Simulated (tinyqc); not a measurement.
# MOS inversion layer, Poisson-Schroedinger loop: effect of the sheet density of depletion charge

Electrons confined at an insulator interface at z = 0, treated as a hard wall; parabolic valleys, Hartree approximation, no image or exchange terms. The depletion charge lies far deeper than the electrons and gives a uniform field q Nd/(eps0 eps_r); the gate balances all charge. Energies are counted from the band edge at the interface.

Schroedinger equation -(C/mz) psi'' + (V0 + U + dE for set B) psi = E psi, C = hbar^2/(2 m0), psi(0) = 0, on a uniform mesh of 800 nodes with a far wall at 38 nm, 8 levels a set; V0 = q Nd z/(eps0 eps_r); dU/dz = q (Ns - integral of n from 0 to z)/(eps0 eps_r), U(0) = 0; N_k = g md m0 q Vt/(pi hbar^2) ln(1 + exp((EF - E_k)/Vt)), g the number of valleys of the set, sum N_k = Ns. Triangular well: E_k = a_k (C F^2/mz)^(1/3), a_1 = 2.338107, a_2 = 4.087949, C = hbar^2/(2 m0), F in eV/nm. Fang-Howard (all electrons in the lowest level of set A): b^3 = 6 (mz1/C) q (Nd + 11 Ns/32)/(eps0 eps_r), centroid 3/b, level C b^2/(4 mz1) + (3/b) q (Nd + 11 Ns/16)/(eps0 eps_r). The centroid adds 3.9 z_av/eps_r to an oxide-equivalent thickness.

Values chosen for this exercise; masses and permittivity close to those of silicon (100): temperature T = 300 K; relative permittivity eps_r = 11.6; mass along z of valley set A (2 valley(s)) mz1 = 0.932 m0; in-plane density-of-states mass of set A md1 = 0.19 m0; mass along z of valley set B (4 valley(s)) mz2 = 0.192 m0; in-plane density-of-states mass of set B md2 = 0.416 m0; sheet density of electrons Ns = 3e12 cm^-2; extra shift of set B (strain) dE = 0 eV.

Constants: q = 1.602176634e-19 C, kB = 1.380649e-23 J/K, hbar = 1.054571817e-34 J s, m0 = 9.1093837015e-31 kg, Vt = kB T/q, eps0 = 8.8541878128e-14 F/cm where lengths are in cm, hbar^2/(2 m0) = 0.0380998212 eV nm^2. Results are converted to the units shown.

Results:
```
Nd (cm^-2),A1 (meV),B1 (meV),EF (meV),share of A1 (%),share of set A (%),centroid z_av (nm),added oxide equivalent (nm),Fang-Howard centroid (nm)
1e11,97.8,144,70.8,41.2,54.7,4.11,1.38,2.18
3.1e11,102,150,77.8,45.1,57.6,3.32,1.12,2.06
5.3e11,107,157,84.8,48.9,60.2,2.87,0.963,1.96
9.4e11,115,171,97.0,55.5,64.8,2.39,0.805,1.82
1.6e12,128,194,115,64.7,71.5,1.99,0.669,1.65
2.9e12,152,237,146,78.5,82.2,1.57,0.529,1.44
5e12,189,301,188,91.1,92.5,1.25,0.421,1.25
```

Estimate the missing row, Nd = 1.7e11 cm^-2.

Computed row:
```
Nd (cm^-2),A1 (meV),B1 (meV),EF (meV),share of A1 (%),share of set A (%),centroid z_av (nm),added oxide equivalent (nm),Fang-Howard centroid (nm)
1.7e11,99.3,146,73.2,42.5,55.7,3.79,1.27,2.14
```

With this row back in the table: As Nd goes from 1e11 to 5e12, A1 rises from 97.8 to 189 meV, the share of A1 rises from 41.2 to 91.1 % and the centroid falls from 4.11 to 1.25 nm. A1 goes as Nd^(0.40) between the last two rows (a triangular well in the field of that charge alone gives 2/3). The Fang-Howard centroid is 47 % below the full one in the first row, where A1 holds 41.2 %, and 0.058 % below it in the last, where A1 holds 91.1 %.

Computed by the program tinyqc: `OMP_NUM_THREADS=1 python tinyqc.py 2160066 2160067 out.jsonl`, one thread of a shared Intel Xeon 2.30GHz, about 0.8 s for the whole run.
